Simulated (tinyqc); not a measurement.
LDA (PW92) atom on a uniform radial grid, spin-unpolarised, for B+, step by step. Computed by tinyqc, a small Python program that keeps every step. Settings: Z = 5, points = 192, R = 8.9, functional = lda,pw, mixing = 0.2, iteration cap = 78. Command: `OMP_NUM_THREADS=1 python tinyqc.py 24225 24226 out.jsonl` (the two numbers bound the seeds that draw the settings). One thread of a shared host (Intel(R) Xeon(R) Processor @ 2.60GHz), about 0.8 s of CPU time with the checks. Later iterations appear only in the table of the cycle.

## Iteration 1

Spherical atom on a uniform radial grid r_j = j h with h = R/(N + 1), h sum u^2 = 1 and integrals as h times sums, u(0) = u(R) = 0 (atomic units):
```
parameter           value
Z                       5
points N              192
R                8.900000
h                0.046114
mixing           0.200000
electrons in 1s         2
electrons in 2s         2
```

Three-point differences turn -u''/2 + [l(l+1)/2r^2 - Z/r + V] u = e u into a tridiagonal matrix (diagonal 1/h^2 + potential, off-diagonal -1/2h^2). D = sum f u^2; the Hartree potential y/r solves y'' = -D/r with y(0) = 0, y(R) = N_e; v_xc comes from rho = D/(4 pi r^2); E = sum f e - int D V + int D (V_H/2 + eps_xc); V(new) = V + mixing (V_H + v_xc - V).

eigenvalues (hartree): 1s -12.338142, 2s -3.114685

Every 12th grid point:
```
r             V in     u(1s)      u(2s)         D       V_H       v_xc
0.553368  0.000000  0.786415  -0.413179  1.578332  5.434607  -0.803566
1.106736  0.000000  0.101265  -0.970821  1.905497  3.369573  -0.553007
1.660104  0.000000  0.009780  -0.654046  0.855743  2.380405  -0.336959
2.213472  0.000000  0.000840  -0.315822  0.199488  1.804106  -0.182358
2.766839  0.000000  0.000068  -0.129619  0.033602  1.445409  -0.093730
3.320207  0.000000  0.000005  -0.048272  0.004660  1.204719  -0.046515
3.873575  0.000000  3.92e-07  -0.016849  0.000568  1.032636  -0.022362
4.426943  0.000000  2.89e-08  -0.005615  0.000063  0.903558  -0.010438
4.980311  0.000000  2.09e-09  -0.001807  0.000007  0.803163  -0.004746
5.533679  0.000000  1.50e-10  -0.000566  6.41e-07  0.722846  -0.002111
6.087047  0.000000  1.06e-11  -0.000173  6.02e-08  0.657133  -0.000922
6.640415  0.000000         0  -0.000052  5.45e-09  0.602372  -0.000398
7.193782  0.000000         0  -0.000015  4.79e-10  0.556036  -0.000169
7.747150  0.000000         0  -4.51e-06  4.07e-11  0.516319  -0.000071
8.300518  0.000000         0  -1.23e-06         0  0.481898  -0.000029
8.853886  0.000000         0  -7.09e-08         0  0.451779   0.000000
```

total energy = -22.83594327 hartree

## Iteration 2

As before.

eigenvalues (hartree): 1s -11.064326, 2s -2.529819

Every 12th grid point:
```
r             V in     u(1s)      u(2s)         D       V_H       v_xc
0.553368  0.926208  0.806877  -0.348732  1.545328  5.327834  -0.798255
1.106736  0.563313  0.113823  -0.941322  1.798084  3.319831  -0.543152
1.660104  0.408689  0.012255  -0.700509  0.981727  2.367740  -0.351380
2.213472  0.324350  0.001182  -0.375281  0.281675  1.801844  -0.202262
2.766839  0.270336  0.000107  -0.171609  0.058899  1.445078  -0.110815
3.320207  0.231641  0.000009  -0.071461  0.010213  1.204676  -0.058876
3.873575  0.202055  8.03e-07  -0.027975  0.001565  1.032631  -0.030467
4.426943  0.178624  6.73e-08  -0.010482  0.000220  0.903557  -0.015382
4.980311  0.159683  5.56e-09  -0.003801  0.000029  0.803163  -0.007593
5.533679  0.144147  4.54e-10  -0.001344  3.61e-06  0.722846  -0.003675
6.087047  0.131242  3.68e-11  -0.000466  4.33e-07  0.657133  -0.001750
6.640415  0.120395         0  -0.000159  5.03e-08  0.602372  -0.000822
7.193782  0.111173         0  -0.000053  5.67e-09  0.556036  -0.000382
7.747150  0.103249         0  -0.000018  6.15e-10  0.516319  -0.000175
8.300518  0.096374         0  -0.000005  5.63e-11  0.481898  -0.000076
8.853886  0.090356         0  -3.24e-07         0  0.451779   0.000000
```

total energy = -23.15244211 hartree

## Iteration 3

As before.

eigenvalues (hartree): 1s -10.085401, 2s -2.091112

Every 12th grid point:
```
r             V in     u(1s)      u(2s)         D       V_H       v_xc
0.553368  1.646882  0.822732  -0.298468  1.531941  5.236880  -0.796078
1.106736  1.005986  0.124691  -0.907829  1.679404  3.273174  -0.531786
1.660104  0.730223  0.014635  -0.732026  1.072153  2.353789  -0.360966
2.213472  0.579396  0.001550  -0.426530  0.363860  1.798857  -0.218458
2.766839  0.483121  0.000155  -0.212912  0.090663  1.444549  -0.126037
3.320207  0.414473  0.000015  -0.097077  0.018848  1.204593  -0.070729
3.873575  0.362076  1.42e-06  -0.041717  0.003481  1.032618  -0.038814
4.426943  0.320534  1.32e-07  -0.017196  0.000591  0.903556  -0.020864
4.980311  0.286861  1.21e-08  -0.006873  0.000094  0.803162  -0.011002
5.533679  0.259152  1.10e-09  -0.002682  0.000014  0.722846  -0.005703
6.087047  0.236070  9.95e-11  -0.001027  2.11e-06  0.657133  -0.002912
6.640415  0.216626         0  -0.000387  3.00e-07  0.602372  -0.001469
7.193782  0.200069         0  -0.000144  4.14e-08  0.556036  -0.000732
7.747150  0.185828         0  -0.000052  5.47e-09  0.516319  -0.000360
8.300518  0.173463         0  -0.000017  5.92e-10  0.481898  -0.000165
8.853886  0.162640         0  -1.09e-06         0  0.451779  -0.000026
```

total energy = -23.35998788 hartree

## Convergence

Stop when input and output potentials agree to 1e-7.

Course of the cycle (hartree):
```
iteration             E       e(1s)      e(2s)  largest |V(out) - V(in)|
1          -22.83594327  -12.338142  -3.114685                  8.36e+00
2          -23.15244211  -11.064326  -2.529819                  6.41e+00
3          -23.35998788  -10.085401  -2.091112                  4.90e+00
4          -23.49403476   -9.334206  -1.760968                  3.73e+00
5          -23.57938394   -8.758631  -1.511702                  2.84e+00
6          -23.63300791   -8.318283  -1.322898                  2.15e+00
7          -23.66628786   -7.981888  -1.179461                  1.63e+00
8          -23.68671249   -7.725266  -1.070191                  1.23e+00
9          -23.69912300   -7.529753  -0.986748                  9.28e-01
10         -23.70659823   -7.380974  -0.922893                  7.01e-01
11         -23.71106705   -7.267876  -0.873938                  5.29e-01
...                 ...         ...        ...                       ...
61         -23.71751391   -6.913404  -0.709717                  9.28e-07
62         -23.71751391   -6.913404  -0.709717                  7.29e-07
63         -23.71751391   -6.913404  -0.709717                  5.73e-07
64         -23.71751391   -6.913404  -0.709717                  4.50e-07
65         -23.71751391   -6.913404  -0.709716                  3.54e-07
66         -23.71751391   -6.913404  -0.709716                  2.78e-07
67         -23.71751391   -6.913404  -0.709716                  2.19e-07
68         -23.71751391   -6.913404  -0.709716                  1.72e-07
69         -23.71751391   -6.913404  -0.709716                  1.40e-07
70         -23.71751391   -6.913404  -0.709716                  1.14e-07
71         -23.71751391   -6.913404  -0.709716                  9.28e-08
```

Converged in 71 iterations. A uniform grid resolves the cusp poorly: for a bare nucleus this grid gives 1s at -12.33814 against -Z^2/2 = -12.5 hartree. Before convergence this energy mixes input and output and is not variational, so it may rise towards its limit.
